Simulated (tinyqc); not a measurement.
# One-dimensional ballistic tunnel FET, two-band WKB, step by step

Numbers from tinyqc (`OMP_NUM_THREADS=1 python tinyqc.py 2620111 2620112 out.jsonl`; about 0.02 s on one thread of a shared Intel Xeon 2.30GHz). Printed values are rounded.

A p-type source for x < 0 with its Fermi level at 0 and its valence edge at ds; in the channel the bands fall as D exp(-x/lam) towards their flat values, with the conduction edge at Ec = ds - dP and D = dP + Eg. The gate moves dP one to one. The drain Fermi level lies at -Vd and the drain side reflects nothing. For w = E - Ec between 0 and dP an electron crosses the gap. Two-band dispersion with equal masses m: inside the gap kappa = sqrt(m u (1 - u/Eg)/C), u the distance from a band edge, C = hbar^2/(2 m0).

Parameters, values chosen for the exercise; band and dielectric values close to those of indium phosphide:
```
symbol,value,unit,meaning
T,77,K,temperature
Eg,1.32,eV,band gap
m,0.084,m0,band-edge mass of the two-band model
lam,2.9,nm,screening length of the source junction
ds,0.03,eV,source valence edge above the source Fermi level
Vd,0.1,V,drain bias
g,2,,number of degenerate subbands (spin apart)
dP,0.26,eV,tunnelling window Ev(source) - Ec(channel)
w0,0.2,eV,energy above the channel conduction edge
nc,10,,cells of the path
nE,11,,points of the energy grid
```

Constants: q = 1.602176634e-19 C, kB = 1.380649e-23 J/K, hbar = 1.054571817e-34 J s, h = 6.62607015e-34 J s, m0 = 9.1093837015e-31 kg, Vt = kB T/q, hbar^2/(2 m0) = 0.0380998212 eV nm^2. Results are converted to the units shown.

## The path through the gap by the midpoint rule

At w = w0 the path runs from xa = lam ln(D/(w + Eg)) to xb = lam ln(D/w); u(x) = w + Eg - D exp(-x/lam) is the height above the valence edge. Cut it into nc equal cells: S = 2 (cell width) times the sum of kappa at the centres.

xa = 0.1122721 nm
xb = 5.993902 nm

```
cell    x (nm)    u (eV)  kappa (1/nm)
0     0.406354  0.146581     0.5359906
1     0.994517  0.398701     0.7832765
2     1.582680  0.604538     0.8499557
3     2.170843  0.772590     0.8404698
4     2.759006  0.909793     0.7895219
5     3.347169  1.021809     0.7133842
6     3.935332  1.113262     0.6200120
7     4.523495  1.187927     0.5119092
8     5.111658  1.248886     0.3851504
9     5.699821  1.298655     0.2151746
```

S = 7.345973

## The exponent in closed form

S(w) = 2 lam int_0^Eg kappa(u) du/(w + Eg - u) = 2 pi lam sqrt(m/(C Eg)) [w + Eg/2 - sqrt(w (w + Eg))], T(w) = exp(-S). The common triangular estimate is S = (4/3) lam sqrt(m/C) Eg^1.5/(dP + Eg) for all w.

S(w0) = 7.268061
T(w0) = 6.974633e-4
triangular S = 5.510852

The midpoint value is 1.1 % above the closed form, and the triangular estimate 24 % below it.

## Current on a coarse grid

S(w) = 2 lam int_0^Eg kappa(u) du/(w + Eg - u) = 2 pi lam sqrt(m/(C Eg)) [w + Eg/2 - sqrt(w (w + Eg))], T(w) = exp(-S). I = g (2 q^2/h) int_0^dP T(w) [f(E) - f(E + Vd)] dw, E = ds - dP + w, f(x) = 1/(1 + exp(x/Vt)). Simpson's rule on nE equally spaced points.

```
point     w (eV)         T(w)  difference of the f
0      0.0000000  1.778690e-7          3.099442e-9
1      0.0260000  7.895959e-6          1.559648e-7
2      0.0520000  2.818282e-5          7.848138e-6
3      0.0780000  6.754067e-5          3.947679e-4
4      0.1040000  1.324974e-4           0.01948546
5      0.1300000  2.295310e-4            0.4999997
6      0.1560000  3.648826e-4            0.9805002
7      0.1820000  5.444211e-4            0.9988841
8      0.2080000  7.735504e-4            0.9649515
9      0.2340000  0.001057150            0.3536959
10     0.2600000  0.001399546           0.01075851
```

I = 0.008539743 uA

A converged quadrature gives 0.008730 uA; this grid is 2.2 % below that.
